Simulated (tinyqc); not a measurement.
Worked calculation: Hueckel theory of the pi electrons, for the molecule BC([CH2+])=N (SMILES; centres numbered as the heavy atoms are written). One step of it, computed by the program tinyqc.

Question. Orbitals. Diagonalise; E = alpha + x beta with beta < 0, so the largest x are filled first; degenerate levels share their electrons. P = sum n_i c_ri c_si; each orbital has its largest coefficient positive (the first on a tie).

Hueckel matrix in units of beta (H = alpha + beta A), order 1B, 2C, 3C, 4N:
$$\begin{pmatrix}
-1.000000 & 0.700000 & 0.000000 & 0.000000 \\
0.700000 & 0.000000 & 1.000000 & 1.000000 \\
0.000000 & 1.000000 & 0.000000 & 0.000000 \\
0.000000 & 1.000000 & 0.000000 & 0.500000
\end{pmatrix}$$

pi electrons, sum of z_r less the charge = 2

Give: x values; occupations; coefficients; charge and bond-order matrix P.

Answer.

x values: [1.655, 0.254, -0.692, -1.717]

occupations: [2.000, 0.000, 0.000, 0.000]

coefficients, order 1B, 2C, 3C, 4N:
$$\begin{pmatrix}
0.178 & -0.097 & 0.760 & -0.618 \\
0.677 & -0.173 & 0.334 & 0.633 \\
0.409 & -0.681 & -0.483 & -0.369 \\
0.586 & 0.705 & -0.280 & -0.286
\end{pmatrix}$$

charge and bond-order matrix P, order 1B, 2C, 3C, 4N:
$$\begin{pmatrix}
0.064 & 0.241 & 0.146 & 0.209 \\
0.241 & 0.916 & 0.553 & 0.793 \\
0.146 & 0.553 & 0.334 & 0.479 \\
0.209 & 0.793 & 0.479 & 0.687
\end{pmatrix}$$
